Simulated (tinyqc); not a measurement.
# p-n heterojunction, non-linear Poisson equation by Newton steps, Boltzmann statistics: starts and damping rules compared

One dimension, material 1 (p-type) at x < 0 and material 2 (n-type) at x > 0. Band edges: Ec = -psi in material 1 and -psi + dEc in material 2, Ev = Ec - Eg. Flat quasi-Fermi levels: 0 for holes, +V for electrons. n = Nc F((EFn - Ec)/Vt), p = Nv F((Ev - EFp)/Vt), with F(eta) = exp(eta) (Boltzmann statistics); full ionisation, no interface charge, classical densities; the doping types are chosen for the exercise.

a_i = eps0 eps_r/h_i for the interval from node i to i + 1, with h_i = x_(i+1) - x_i in cm.

n_i = Nc F(a_n), a_n = (V - Ec_i)/Vt; p_i = Nv F(a_p), a_p = (Ec_i - Eg)/Vt; rho_i = p_i - n_i + C_i with C = -N1 or +N2; g_i = (n_i + p_i)/Vt. Box widths w_i = (h_(i-1) + h_i)/2 in cm. Residual F_i = a_i (psi_(i+1) - psi_i) - a_(i-1) (psi_i - psi_(i-1)) + q rho_i w_i; Jacobian: a_(i-1) and a_i beside the diagonal, b_i = -a_(i-1) - a_i - q g_i w_i on it. The two end nodes are fixed.

Iterations until the largest undamped |d| is below 1e-9 V (the last, tiny step is counted), with a cap of 100; "overflow" would mean that an exponential left the range of double precision. Starts:
- neutral: psi_L on the nodes of material 1 and psi_R on those of material 2.
- smooth: psi_L + (psi_R - psi_L)(1 + tanh(x/s))/2 on the inner nodes with s = 130 nm, psi_L and psi_R on the ends.
- linear: A straight line in x from psi_L to psi_R.

Rules for the step d, which solves the tridiagonal system a_(i-1) d_(i-1) + b_i d_i + a_i d_(i+1) = -F_i:
- full Newton steps: the full step is added.
- logarithmic damping: each component d is damped to sign(d) Vt ln(1 + |d|/Vt) before it is added.
- steps capped at 4 Vt: if the largest |d| exceeds 4 Vt, the whole step is scaled down so that it equals 4 Vt.
- halved steps: half of the step is added while the largest |d| exceeds 1.5 Vt, the full step after that.

Inputs (values chosen for the exercise); band and dielectric values close to those of AlGaAs and GaAs:

| symbol | value | unit | meaning |
|---|---|---|---|
| T | 350 | K | temperature |
| Eg1 | 1.8 | eV | band gap of material 1 |
| er1 | 12 |  | relative permittivity of material 1 |
| Nc1 | 8.92e17 | cm^-3 | conduction-band density of states of material 1 |
| Nv1 | 1.39e19 | cm^-3 | valence-band density of states of material 1 |
| Eg2 | 1.44 | eV | band gap of material 2 |
| er2 | 12.8 |  | relative permittivity of material 2 |
| Nc2 | 5.52e17 | cm^-3 | conduction-band density of states of material 2 |
| Nv2 | 1.13e19 | cm^-3 | valence-band density of states of material 2 |
| dEc | -0.22 | eV | conduction-band offset Ec2 - Ec1 |
| N1 | 5.6e15 | cm^-3 | acceptor density of material 1 |
| N2 | 2.4e16 | cm^-3 | donor density of material 2 |
| V | 0 | V | bias of side 1 against side 2 |

Constants: q = 1.602176634e-19 C, kB = 1.380649e-23 J/K, Vt = kB T/q, eps0 = 8.8541878128e-14 F/cm where lengths are in cm. Results are converted to the units shown.

| node | x (nm) | material |
|---|---|---|
| 0 | -1150 | 1 |
| 1 | -528 | 1 |
| 2 | -229 | 1 |
| 3 | -85.3 | 1 |
| 4 | -16.5 | 1 |
| 5 | 16.5 | 2 |
| 6 | 55.6 | 2 |
| 7 | 102 | 2 |
| 8 | 156 | 2 |
| 9 | 221 | 2 |
| 10 | 298 | 2 |
| 11 | 388 | 2 |

| interval | eps_r |
|---|---|
| 0 | 12 |
| 1 | 12 |
| 2 | 12 |
| 3 | 12 |
| 4 | 12.3871 |
| 5 | 12.8 |
| 6 | 12.8 |
| 7 | 12.8 |
| 8 | 12.8 |
| 9 | 12.8 |
| 10 | 12.8 |

psi_L = -1.56424 V
psi_R = -0.314569 V

Iterations needed:

|  | full Newton steps | logarithmic damping | steps capped at 4 Vt | halved steps |
|---|---|---|---|---|
| neutral | 7 | 18 | 11 | 10 |
| smooth | 11 | 12 | 7 | 8 |
| linear | 30 | 12 | 11 | 12 |

What does the comparison show?

The fewest iterations, 7, are needed by full Newton steps from the neutral start and steps capped at 4 Vt from the smooth start. Every pairing converges. Lowest count for the worst start: steps capped at 4 Vt, at most 11 iterations.

Numbers from tinyqc (`OMP_NUM_THREADS=1 python tinyqc.py 2040013 2040014 out.jsonl`; about 0.04 s on one thread of a shared Intel Xeon 2.30GHz).
